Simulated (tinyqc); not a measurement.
Microkinetic model of low-temperature epitaxy from hydride gases: adsorption, hydrogen desorption and rate control. From growth rate G back to desorption energy on silicon E_d. Computed by tinyqc, a small Python program. Command: `OMP_NUM_THREADS=1 python tinyqc.py 3024528 3024529 out.jsonl hepi inv`. One thread of a shared host (Intel(R) Xeon(R) Processor @ 2.30GHz), about 0.04 s of CPU time with the checks.

Each hydride molecule needs two free sites and leaves four hydrogen atoms, of which two leave at once as H2; theta is the hydrogen coverage, the site density is 6.78 per nm^2 and one layer is 1.358 angstrom thick.

Inputs (values chosen for the exercise, close to those used for silane and germane, with second-order desorption as on Si(111) but the site density of Si(001)):
```
quantity,value,unit
silane pressure p_S,0.5,Pa
sticking prefactor of silane s0,0.012,-
adsorption barrier E_s,0.14,eV
desorption prefactor nu_d,9.1e+12,1/s
hydrogen carrier pressure p_H,1300,Pa
sticking of hydrogen s_H,3.6e-08,-
temperature T,550,C
germane pressure p_G,0.14,Pa
sticking ratio of germane to silane r_G,2.9,-
"lowering of E_d per unit germanium fraction, dE",0.36,eV
```

Film: silicon-germanium. Order of hydrogen desorption: second.

Constants: k_B = 8.617333262e-05 eV/K; u = 1.6605390666e-27 kg; k_B = 1.380649e-23 J/K.

Method:
- Flux per site F = p/(sqrt(2 pi M k_B T) x 6.78e18 per m^2), M = 32.12 u (silane), 76.63 u (germane), 2.016 u (hydrogen); s = s0 exp(-E_s/(k_B T)); k_S = s F_S, k_G = r_G s F_G; germanium fraction x = k_G/(k_S + k_G); k = k_S + k_G; k_H = s_H F_H; k_d = nu_d exp(-(E_d - dE x)/(k_B T)).
- Temperatures in kelvin are T(C) + 273.15.
- With k the hydride and k_H the hydrogen adsorption rate on free pairs and k_d the desorption rate, steady state: 2 (k + k_H)(1 - theta)^2 = k_d theta^2; growth rate R = k (1 - theta)^2 layers/s; 1 layer/s = 8.148 nm/min.
- With c = 2 (k + k_H)/k_d the free share is 1 - theta = 1/(1 + sqrt(c)).

Question. A run gave the result below. Find the desorption energy on silicon E_d, known to lie between 1.9 and 2.2 eV.

growth rate G = 12.93688 nm/min

Answer.

Each step takes the trial c = (a f_b - b f_a)/(f_b - f_a), f being the result less the target and a, b, c the logarithms of the listed values; c replaces end b, the old b replaces a if the sign of f changed, and otherwise f_a is halved.

Scan of the range:
```
desorption energy on silicon E_d (eV),growth rate G (nm/min)
1.90,16.1280
1.95,13.7868
2.00,11.2444
2.04,9.1881
2.10,6.3194
2.15,4.3226
2.20,2.7841
```

False position (Illinois rule, in the logarithm of the input) inside the bracket:
```
step,end a,end b,trial,growth rate G (nm/min)
1,1.95000,2.00000,1.96657,12.9584
2,2.00000,1.96657,1.96699,12.9374
3,2.00000,1.96699,1.96701,12.9364
4,1.96699,1.96701,1.96700,12.9369
```

Growth rate G falls at every point of a 13-point scan of the range (every second point is shown), so one value fits; it is bracketed by 1.95 and 2.00. Answer: desorption energy on silicon E_d = 1.967 eV.
